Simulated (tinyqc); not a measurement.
Changing the heat of formation of MSi2: thermodynamics of metal silicides: hull, first phase, silicon consumed, nucleation and stability against SiO2. Computed by tinyqc, a small Python program. Command: `OMP_NUM_THREADS=1 python tinyqc.py 3024845 3024846 out.jsonl silphase sweep`. One thread of a shared host (Intel(R) Xeon(R) Processor @ 2.30GHz), about 0.01 s of CPU time with the checks.

Entropies of formation of the solids are neglected, so heats stand for free energies. Si fractions: M5Si3 0.3750, MSi 0.5000, MSi2 0.6667.

Inputs (values chosen for the exercise, for a model metal): heat of formation of MSi = -63.8 kJ/mol atoms; change of interface energy gamma = 0.38 J/m^2; temperature T = 800 K.

Phases: M5Si3, MSi, MSi2.

volumes of the three phases per mole of M (cm^3/mol): 15.2  17.7  25.6

Constants: e = 1.602176634e-19 C; k_B = 8.617333262e-05 eV/K.

Method. Where free silicon remains, MSi + Si -> MSi2 gains dH = 3 H(MSi2) - 2 H(MSi) per mole of M; per volume dG = |dH|/V(MSi2); r* = 2 gamma/dG, W* = 16 pi gamma^3/(3 dG^2). For comparison the same with MSi forming from the elements, 2 |H(MSi)|/V(MSi).

One run for each value:

| heat of formation of MSi2 (kJ/mol atoms) | dH of the reaction (kJ/mol M) | barrier W* (eV) | critical radius (nm) | W*/(k_B T) |
|---|---|---|---|---|
| -50.4 | -23.6 | 6.8 | 0.824 | 98 |
| -49.5 | -20.9 | 8.6 | 0.931 | 125 |
| -48.6 | -18.2 | 11.4 | 1.069 | 165 |
| -47.7 | -15.5 | 15.7 | 1.255 | 227 |
| -46.7 | -12.5 | 24.1 | 1.556 | 349 |
| -45.8 | -9.8 | 39.2 | 1.985 | 568 |
| -44.9 | -7.1 | 74.6 | 2.740 | 1082 |
| -44.0 | -4.4 | 194.3 | 4.422 | 2818 |
| -43.1 | -1.7 | 1301.3 | 11.445 | 18876 |

Over the rows, dH of the reaction (kJ/mol M) rises from -23.6 to -1.70; barrier W* (eV) rises from 6.75 to 1300; critical radius (nm) rises from 0.824 to 11.4. The driving force vanishes at H(MSi2) = (2/3) H(MSi) = -42.5 kJ/mol, where the barrier diverges as 1/dH^2; small changes by alloying therefore shift the formation temperature much.
